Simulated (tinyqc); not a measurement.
CCSD on RHF in the sto-6g basis, for H4, spin multiplicity 1, step by step. One step of it, computed by the program tinyqc.

Task: CCSD: starting amplitudes. t_ij^ab = <ij||ab> / (e_i + e_j - e_a - e_b), whose energy is MP2.

orbital energies (hartree): MO1 -0.713777, MO2 -0.443584, MO3 0.520978, MO4 0.914450

Two-electron integrals over orbitals (pq|rs), unique and non-zero (hartree):
```
(11|11) 0.520905   (21|21) 0.177562   (22|11) 0.517063   (22|22) 0.531629
(31|31) 0.106284   (32|32) 0.079310   (33|11) 0.502448   (33|22) 0.501721
(33|33) 0.510374   (41|32) 0.078270   (41|41) 0.077306   (42|31) 0.108033
(42|42) 0.117826   (43|21) 0.173284   (43|43) 0.190317   (44|11) 0.513335
(44|22) 0.524502   (44|33) 0.521925   (44|44) 0.544573
```

Give: Starting amplitudes; correlation energy.

Result:

Starting amplitudes (spin orbitals 1a, 1b, ...; amplitudes related by a flip of all spins are not repeated):
```
from      to        t
2a 2b  4a 4b  -0.0434
1a 1b  3a 3b  -0.0430
1a 2b  3a 4b  -0.0417
2a 2b  3a 3b  -0.0411
1a 2b  3b 4a   0.0302
1a 1b  4a 4b  -0.0237
1a 2a  3a 4a  -0.0115
```

correlation energy = -0.029193 hartree
